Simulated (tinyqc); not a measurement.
From results to parameters: two-site tight-binding chain. Computed by the program tinyqc.

Problem. A two-site chain has site energies +delta (A) and -delta (B) and hoppings t1 > t2 > 0, so E = +/- sqrt(delta^2 + |t1 + t2 exp(-ika)|^2). Find delta, t1 and t2.

upper band at k = 0 = 2.084346 eV
upper band at the zone edge = 1.411559 eV
weight of the upper band on site A at the zone edge = 0.932146

Solution. The weight on A is (1 + delta/E)/2, which gives delta; then t1 + t2 = sqrt(E(0)^2 - delta^2) and t1 - t2 = sqrt(E(edge)^2 - delta^2).

delta, t1, t2 (eV): 1.220  1.200  0.490
